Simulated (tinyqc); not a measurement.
p-n heterojunction, non-linear Poisson equation by Newton steps, Fermi-Dirac statistics: effect of the bias of side 1 against side 2.

One dimension, material 1 (p-type) at x < 0 and material 2 (n-type) at x > 0. Band edges: Ec = -psi in material 1 and -psi + dEc in material 2, Ev = Ec - Eg. Flat quasi-Fermi levels: 0 for holes, +V for electrons. n = Nc F((EFn - Ec)/Vt), p = Nv F((Ev - EFp)/Vt), with F(eta) = F_1/2(eta) = (2/sqrt(pi)) int_0^infinity sqrt(u) du/(1 + exp(u - eta)) (Fermi-Dirac statistics); full ionisation, no interface charge, classical densities; the doping types are chosen for the exercise.

Exact first integral: on each side D^2/(2 eps0 er) = G, G = q [Vt (nI_j - nI_b) + Vt (pI_j - pI_b) - C (psi_j - psi_b)], with C = -N1 or +N2, b the neutral end of that side, and nI, pI the densities with F_1/2 replaced by F_3/2(eta) = (4/(3 sqrt(pi))) int_0^infinity u^(3/2) du/(1 + exp(u - eta)). D is continuous, so er1 G1(psi_j) = er2 G2(psi_j) fixes psi_j. Ends from Nv1 F((-psi_L - Eg1)/Vt) = N1 and Nc2 F((V + psi_R - dEc)/Vt) = N2. D is counted positive when psi rises towards material 2. Depletion (Anderson) capacitance C^2 = q eps0 er1 er2 N1 N2/(2 (er1 N1 + er2 N2)(psi_R - psi_L)). -dD/dV is the change of the displacement at the interface with both quasi-Fermi levels flat; it is the terminal capacitance only while neither side holds an inversion layer. n_j and p_j are densities at the interface.

Inputs (values chosen for the exercise); band and dielectric values close to those of crystalline and amorphous silicon: temperature T = 300 K; band gap of material 1 Eg1 = 1.11 eV; relative permittivity of material 1 er1 = 11.5; conduction-band density of states of material 1 Nc1 = 2.8e19 cm^-3; valence-band density of states of material 1 Nv1 = 2.63e19 cm^-3; band gap of material 2 Eg2 = 1.69 eV; relative permittivity of material 2 er2 = 12.1; conduction-band density of states of material 2 Nc2 = 9.98e19 cm^-3; valence-band density of states of material 2 Nv2 = 1e20 cm^-3; conduction-band offset Ec2 - Ec1 dEc = 0.15 eV; acceptor density of material 1 N1 = 6.3e17 cm^-3; donor density of material 2 N2 = 2.8e18 cm^-3.

Constants: q = 1.602176634e-19 C, kB = 1.380649e-23 J/K, Vt = kB T/q, eps0 = 8.8541878128e-14 F/cm where lengths are in cm. Results are converted to the units shown.

Effect of the bias of side 1 against side 2:

| V (V) | psi_R - psi_L (V) | psi_j - psi_L (V) | psi_R - psi_j (V) | D/q (cm^-2) | n_j in 1 (cm^-3) | p_j in 2 (cm^-3) | -dD/dV (nF/cm^2) | depletion C (nF/cm^2) |
|---|---|---|---|---|---|---|---|---|
| 0.3 | 0.7716 | 0.6146 | 0.1571 | 2.216e12 | 5.991e17 | 6.843 | 204.1 | 234.2 |
| -0.17 | 1.242 | 1.006 | 0.2358 | 2.803e12 | 2.874e16 | 1.827e-6 | 187.0 | 184.7 |
| -0.64 | 1.712 | 1.393 | 0.3184 | 3.309e12 | 1.177e15 | 5.674e-13 | 159.7 | 157.3 |
| -1.11 | 2.182 | 1.780 | 0.4012 | 3.748e12 | 4.787e13 | 1.774e-19 | 141.0 | 139.3 |
| -1.59 | 2.662 | 2.176 | 0.4857 | 4.149e12 | 1.818e12 | 4.036e-26 | 127.4 | 126.1 |
| -2.06 | 3.132 | 2.563 | 0.5685 | 4.507e12 | 7.388e10 | 1.263e-32 | 117.2 | 116.3 |
| -2.53 | 3.602 | 2.950 | 0.6513 | 4.839e12 | 3.003e9 | 3.950e-39 | 109.2 | 108.4 |
| -3 | 4.072 | 3.337 | 0.7341 | 5.150e12 | 1.221e8 | 1.236e-45 | 102.6 | 102.0 |

What does the comparison show?

As V goes from 0.3 to -3, the total bending rises from 0.772 to 4.07 V and the sheet charge D/q rises from 2.22e12 to 5.15e12 cm^-2; the share of the bending in material 1 rises from 79.6 to 82.0 %. The capacitance departs most from the depletion formula at V = 0.3, where it is 13 % below it.

Numbers from tinyqc (`OMP_NUM_THREADS=1 python tinyqc.py 2040141 2040142 out.jsonl`; about 0.2 s on one thread of a shared Intel Xeon 2.30GHz).
